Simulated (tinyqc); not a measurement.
Inside a calculation. Method: power iteration on a symmetric matrix. Computed by tinyqc, a small Python program that keeps every step. Settings: method = power, shift = 1.16. Command: `OMP_NUM_THREADS=1 python tinyqc.py 22375 22376 out.jsonl` (the two numbers bound the seeds that draw the settings). One thread of a shared host (Intel(R) Xeon(R) Processor @ 2.60GHz), about 0.01 s of CPU time with the checks.

## Step 1

A, lower triangle:
```
           1          2          3         4         5         6
1   0.053000
2  -0.480000   0.386000
3   0.226000  -0.120000   0.456000
4  -0.107000   0.130000  -0.250000  2.863000
5   0.780000   0.087000   0.097000  0.044000  3.122000
6   0.156000  -0.159000   0.147000  0.369000  0.008000  3.676000
```

vector v at the start: 0.408248  0.408248  0.408248  0.408248  0.408248  0.408248

shift = 1.160000

w = (A - shift) v; v' = w/|w| with its largest component positive (the first on a tie); lambda = v'^T A v'.

vector after step 1: -0.108504  -0.268405  -0.123189  0.385271  0.607377  0.619411

Rayleigh quotient after step 1 = 3.064858

## Step 2

As before.

vector after step 2: 0.315978  0.117523  0.062357  0.387007  0.460595  0.721481

Rayleigh quotient after step 2 = 3.488589

## Step 3

As before.

vector after step 3: 0.015220  -0.109063  0.026781  0.362199  0.472586  0.795381

Rayleigh quotient after step 3 = 3.665528

## Course of the iteration

Stop when the residual |A v - lambda v| is below 1e-9.

Steps:

| step | lambda | residual |
|---|---|---|
| 1 | 3.06485818 | 1.42e+00 |
| 2 | 3.48858867 | 9.54e-01 |
| 3 | 3.66552813 | 6.21e-01 |
| 4 | 3.74551355 | 4.02e-01 |
| 5 | 3.78392496 | 2.62e-01 |
| 6 | 3.80359521 | 1.75e-01 |
| 7 | 3.81437018 | 1.21e-01 |
| 8 | 3.82063054 | 8.69e-02 |
| 9 | 3.82443009 | 6.49e-02 |
| 10 | 3.82680307 | 4.98e-02 |
| 11 | 3.82831093 | 3.90e-02 |
| 12 | 3.82927861 | 3.09e-02 |
| 13 | 3.82990302 | 2.47e-02 |
| 14 | 3.83030713 | 1.98e-02 |
| 15 | 3.83056907 | 1.59e-02 |
| 16 | 3.83073898 | 1.28e-02 |
| 17 | 3.83084926 | 1.03e-02 |
| 18 | 3.83092083 | 8.29e-03 |
| 19 | 3.83096730 | 6.68e-03 |
| 20 | 3.83099746 | 5.38e-03 |
| 21 | 3.83101704 | 4.34e-03 |
| 22 | 3.83102976 | 3.49e-03 |
| 23 | 3.83103801 | 2.82e-03 |
| 24 | 3.83104337 | 2.27e-03 |
| 25 | 3.83104684 | 1.83e-03 |
| 26 | 3.83104910 | 1.47e-03 |
| 27 | 3.83105057 | 1.19e-03 |
| 28 | 3.83105152 | 9.56e-04 |
| 29 | 3.83105214 | 7.70e-04 |
| 30 | 3.83105254 | 6.21e-04 |

all eigenvalues, for comparison: -0.439999  0.333473  0.731444  2.787916  3.312113  3.831053

Not converged in 30 steps: the residual falls only by the ratio of the two largest distances of eigenvalues from the shift, 0.81 a step.
